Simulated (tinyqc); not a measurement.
Bound state in one dimension: Numerov shooting, finite differences, DVR, step by step. Computed by tinyqc, a small Python program that keeps every step. Settings: points = 64. Command: `OMP_NUM_THREADS=1 python tinyqc.py 25115 25116 out.jsonl` (the two numbers bound the seeds that draw the settings). One thread of a shared host (Intel(R) Xeon(R) Processor @ 2.60GHz), about 0.01 s of CPU time with the checks.

## Numerov steps at E = 0.1

One particle of mass 1 in V = 1.29^2 x^2/2 + 0 x^4 (atomic units), psi = 0 at both ends:
```
parameter                 value
left end              -4.500000
right end              4.500000
intervals                    64
h                      0.140625
state sought (nodes)          1
```

k_i = 2 m (E - V_i); (1 + h^2 k_(i+1)/12) y_(i+1) = 2 (1 - 5 h^2 k_i/12) y_i - (1 + h^2 k_(i-1)/12) y_(i-1), from y_0 = 0, y_1 = 0.001.

Points along the way:
```
i         x        V         k         y
0   -4.5000  16.8490  -33.4980    0.0000
1   -4.3594  15.8124  -31.4248    0.0010
2   -4.2188  14.8087  -29.4174    0.0026
3   -4.0781  13.8379  -27.4758    0.0059
4   -3.9375  12.9000  -25.6001    0.0125
5   -3.7969  11.9950  -23.7901    0.0256
21  -1.5469   1.9909   -3.7819   84.5761
22  -1.4062   1.6454   -3.0908  114.3461
23  -1.2656   1.3328   -2.4656  151.0813
24  -1.1250   1.0531   -1.9061  195.1506
25  -0.9844   0.8063   -1.4125  246.5377
26  -0.8438   0.5923   -0.9847  304.7711
```

## Bisection on the node count

With more sign changes than the state has nodes (the last point included) the energy is too high, else too low; the bracket starts as 0.1 to 12.

Trials:
```
trial         E  sign changes  y at the right end   next
1      6.050000             5           -3.29e+01  lower
2      3.075000             2            6.51e+03  lower
3      1.587500             1           -5.73e+05  raise
4      2.331250             2            8.80e+04  lower
5      1.959375             2            1.65e+04  lower
6      1.773438             1           -1.76e+05  raise
7      1.866406             1           -5.92e+04  raise
8      1.912891             1           -1.69e+04  raise
9      1.936133             2            8.33e+02  lower
10     1.924512             1           -7.77e+03  raise
11     1.930322             1           -3.40e+03  raise
12     1.933228             1           -1.27e+03  raise
13     1.934680             1           -2.15e+02  raise
14     1.935406             2            3.10e+02  lower
...         ...           ...                 ...    ...
29     1.934977             2            5.79e-03  lower
30     1.934977             1           -2.22e-03  raise
31     1.934977             2            1.79e-03  lower
```

eigenvalue = 1.934977 hartree

## The same grid by other methods

Three-point finite differences and the sine-DVR kinetic matrix of Colbert and Miller on the same points.

Lowest levels (hartree):
```
state  finite differences     DVR
0                  0.6440  0.6450
1                  1.9298  1.9350
2                  3.2116  3.2250
3                  4.4891  4.5150
```
